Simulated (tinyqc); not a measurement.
## Trench capacitor in an array: capacitance, non-linearity, leakage and relaxation: charge lost after writing

A film between two metal electrodes, each interface adding a series capacitance ci. The small-signal permittivity is ek (1 + aq E^2); the field is found with the linear permittivity. Leakage J = J0 sinh(E/Ef). After a voltage step the film passes a relaxation current kr C V tt^(-nr), tt being the time in seconds. The sidewall is a coaxial capacitor with radii a = dm/2 - t and b = dm/2, depth AR dm; the end face is left out.

Planar film: Cf = eps0 ek/t, 1/C = 1/Cf + 2/ci, EOT = 3.9 eps0/C, effective permittivity C t/eps0, E = (V/t) C/Cf. A capacitor written for t0 and then left open loses, as a share of C V, kr (tt^(1 - nr) - t0^(1 - nr))/(1 - nr) by relaxation and J tt/(C V) by leakage; both are taken as small, and rows far outside that range are left out.

Values chosen for this exercise; permittivity of the order of that of aluminium oxide:
- ek = 8.47 (relative permittivity of the film)
- t = 4.1 nm (film thickness)
- ci = 290 uF/cm^2 (capacitance of each electrode interface (dead layer and screening))
- aq = 0.0039 cm^2/MV^2 (quadratic field coefficient of the permittivity)
- V = 0.8 V (bias)
- nr = 0.972 (exponent of the relaxation current)
- kr = 0.00046 (strength of the relaxation)
- J0 = 1.2e-10 A/cm^2 (leakage prefactor)
- Ef = 0.28 MV/cm (field for an e-fold rise of the leakage)
- t0 = 2e-8 s (duration of the write pulse)

Constants: eps0 = 8.8541878128e-14 F/cm where lengths are in cm. Results are converted to the units shown.

The same in every row: leakage current (nA/cm^2) = 58.464.

Result of one run:
```
tt (s),relaxation current (nA/cm^2),loss by relaxation (%),loss by leakage (%),total loss (%)
0.001,547.84,0.35388,0.0040457,0.35792
```

What becomes of these results when the time since the start of the write pulse tt is changed from 0.001 to 0.01 s, all else the same?

Result of the changed run:
```
tt (s),relaxation current (nA/cm^2),loss by relaxation (%),loss by leakage (%),total loss (%)
0.01,58.432,0.44404,0.040457,0.48450
```

The whole series:
```
tt (s),relaxation current (nA/cm^2),loss by relaxation (%),loss by leakage (%),total loss (%)
1e-6,4.5149e5,0.11577,4.0457e-6,0.11577
1e-5,48156,0.19008,4.0457e-5,0.19012
0.0001,5136.3,0.26934,4.0457e-4,0.26974
0.001,547.84,0.35388,0.0040457,0.35792
0.01,58.432,0.44404,0.040457,0.48450
0.1,6.2323,0.54021,0.40457,0.94479
1,0.66474,0.64279,4.0457,4.6885
```

The two currents are equal at tt = 0.00999 s. The loss by relaxation grows from 0.116 to 0.643 %, by 0.0743 points over the first decade and 0.103 over the last, while the loss by leakage grows tenfold a decade. Leakage is the larger loss for tt = 1 s. For tt = 1 the falling voltage would already cut the leakage, so the linear estimate overstates the loss.

Numbers from tinyqc (`OMP_NUM_THREADS=1 python tinyqc.py 2102193 2102194 out.jsonl`; about 0.01 s on one thread of a shared Intel Xeon 2.30GHz).
